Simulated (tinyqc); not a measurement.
Two-band k.p model of the Delta valleys near the X point under shear strain: sweeps and comparisons. A value that a table varies takes the place of the one given here.

Valley pair on the [001] axis, kz counted from the X point, c = hbar^2/2m0, k0 = kx0 2 pi/a. H = (c kz^2/ml + c (kx^2 + ky^2)/mt + c k0^2/ml) 1 + (2 c k0 kz/ml) sigma_z + (D exy - 2 c kx ky/Mp) sigma_x, so E = c kz^2/ml + c (kx^2 + ky^2)/mt + c k0^2/ml -/+ sqrt((2 c k0 kz/ml)^2 + (D exy - 2 c kx ky/Mp)^2). Without strain the lower band has its minima, E = 0, at kz = +/- k0. Shifts from diagonal strain are left out.

For |eta| < 1: k_min = k0 sqrt(1 - eta^2), E_min = -Delta eta^2/2, ml(eta) = ml/(1 - eta^2), 1/m[110] = 1/mt + eta/Mp, 1/m[1-10] = 1/mt - eta/Mp. For |eta| > 1 the minimum sits at X: E_min = -Delta (2 |eta| - 1)/2, ml(eta) = ml/(1 - 1/|eta|), and eta is replaced by its sign in the transverse masses. Here Delta = 2 c k0^2/ml and eta = D exy/Delta.

s11 = (C11 + C12)/((C11 - C12)(C11 + 2 C12)), s12 = -C12/((C11 - C12)(C11 + 2 C12)), s44 = 1/C44; exx = s11 sxx + s12 (syy + szz) and cyclic, exy = s44 sxy/2; tension is positive. A uniaxial stress X along the unit vector n is s_ij = X n_i n_j.

Constants: hbar^2/2m0 = 3.80998211 eV angstrom^2; kB = 8.617333262e-05 eV/K.

Inputs chosen for the exercise (near those of Si; the results hold for these values, not for the real material): a = 5.443 angstrom (lattice constant); ml = 0.914 m0 (longitudinal mass); mt = 0.199 m0 (transverse mass); kx0 = 0.147 2 pi/a (distance of the minimum from X); D = 12.9 eV (shear deformation potential); Mp = 0.227 m0 (coupling mass); C11 = 164.2 GPa; C12 = 63.5 GPa; C44 = 81.1 GPa; Xu = 9.31 eV (uniaxial potential); T = 350 K (temperature); exy = 0.0045 (shear strain).

## Sweep of the shear strain

Delta = 2 c k0^2/ml, eta = D exy/Delta.

The minimum:

| exy | eta | k_min/k0 | E_min (meV) | ml(eta) | m[110] | m[1-10] | density-of-states mass |
|---|---|---|---|---|---|---|---|
| 0.0000 | 0.000 | 1.000 | 0.0 | 0.914 | 0.1990 | 0.1990 | 0.331 |
| 0.0019 | 0.102 | 0.995 | -1.3 | 0.924 | 0.1827 | 0.2186 | 0.333 |
| 0.0047 | 0.253 | 0.968 | -7.7 | 0.976 | 0.1629 | 0.2556 | 0.344 |
| 0.0093 | 0.500 | 0.866 | -30.0 | 1.218 | 0.1384 | 0.3542 | 0.391 |
| 0.0140 | 0.752 | 0.659 | -67.9 | 2.106 | 0.1199 | 0.5844 | 0.528 |
| 0.0167 | 0.897 | 0.441 | -96.7 | 4.695 | 0.1114 | 0.9330 | 0.787 |
| 0.0223 | 1.198 | 0.000 | -167.6 | 5.523 | 0.1060 | 1.6133 | 0.981 |
| 0.0298 | 1.601 | 0.000 | -264.4 | 2.434 | 0.1060 | 1.6133 | 0.747 |

The valleys reach X at eta = 1, that is exy = 0.0186. The shift is quadratic up to eta = 1 (-7.7 meV at eta = 0.25, -30.0 meV at 0.50) and linear beyond, while 1/m[110] rises linearly, taking m[110] from 0.199 to its floor 0.1060, a gain of 88 % in 1/m. ml(eta) diverges at eta = 1; the largest value listed is 5.52. A deformation-potential model with fixed masses misses all of this.

## Tension along [110]: repopulation and mass change

The z valleys move against the x and y valleys by Xu (ezz - exx) and, through the shear, by E_min. Share of the z valleys n = w/(w + 2 exp(dE/kT)), dE the total relative shift, w = sqrt(ml(eta) m[110] m[1-10]/(ml mt^2)). Along [110]: 1/m_c = n/m[110] + (1 - n)(1/ml + 1/mt)/2. Fixed masses means E_min = 0, w = 1, m[110] = mt. Gains are against 3/(1/ml + 2/mt) at a fixed scattering time.

Results:

| X (GPa) | Xu (ezz - exx) (meV) | E_min (meV) | m[110] | m_c fixed masses | m_c with shear | gain fixed (%) | gain with shear (%) |
|---|---|---|---|---|---|---|---|
| 0.00 | 0.0 | 0.0 | 0.1990 | 0.2692 | 0.2692 | 0.0 | 0.0 |
| 0.25 | -11.6 | -0.2 | 0.1920 | 0.2570 | 0.2517 | 4.8 | 6.9 |
| 0.50 | -23.1 | -0.8 | 0.1855 | 0.2452 | 0.2333 | 9.8 | 15.4 |
| 1.00 | -46.2 | -3.3 | 0.1738 | 0.2256 | 0.1994 | 19.3 | 35.0 |
| 1.50 | -69.3 | -7.4 | 0.1634 | 0.2129 | 0.1747 | 26.4 | 54.1 |
| 2.00 | -92.5 | -13.2 | 0.1542 | 0.2059 | 0.1585 | 30.8 | 69.8 |
| 3.00 | -138.7 | -29.6 | 0.1386 | 0.2005 | 0.1391 | 34.2 | 93.6 |

At 1 GPa repopulation alone gives 19.3 % and the shear terms raise it to 35.0 %. From 2 to 3 GPa the fixed-mass gain grows by 3.5 points, towards its ceiling of 35.3 % when all electrons sit in the z valleys, whereas the gain with shear grows by 23.7 points because m[110] keeps falling.

## What each parameter does

Delta = 2 c k0^2/ml, eta = D exy/Delta. Each row changes one parameter from the base and keeps the others.

Results:

| case | eta | E_min (meV) | ml(eta) (m0) | m[110] (m0) | m[1-10] (m0) |
|---|---|---|---|---|---|
| base | 0.2418 | -7.02 | 0.9708 | 0.1642 | 0.2525 |
| ml = 0.97798 m0 | 0.2587 | -7.51 | 1.0481 | 0.1622 | 0.2574 |
| mt = 0.21293 m0 | 0.2418 | -7.02 | 0.9708 | 0.1736 | 0.2754 |
| kx0 = 0.13671 2 pi/a | 0.2796 | -8.11 | 0.9915 | 0.1598 | 0.2636 |
| D = 13.803 eV | 0.2587 | -8.04 | 0.9796 | 0.1622 | 0.2574 |
| Mp = 0.24289 m0 | 0.2418 | -7.02 | 0.9708 | 0.1661 | 0.2482 |
| exy = 0.00481 | 0.2585 | -8.02 | 0.9794 | 0.1622 | 0.2573 |

The largest shifts from the base row, up to three for each result and ties (the steps differ in size, so this ranks the rows, not the parameters). eta: kx0 +0.0378, D +0.0169, ml +0.0169; unchanged at the printed digits by mt and Mp. E_min (meV): kx0 -1.10, D -1.02, exy -1.00; unchanged at the printed digits by mt and Mp. ml(eta) (m0): ml +0.0774, kx0 +0.0207, D +0.0088; unchanged at the printed digits by mt and Mp. m[110] (m0): mt +0.0094, kx0 -0.0044, ml -0.0020, D -0.0020, exy -0.0020. m[1-10] (m0): mt +0.0229, kx0 +0.0111, ml +0.0048, D +0.0048, exy +0.0048.

Program tinyqc; command `OMP_NUM_THREADS=1 python tinyqc.py 1051087 1051088 out.jsonl`; about 0.01 s on one thread of a shared Intel(R) Xeon(R) Processor @ 2.30GHz.
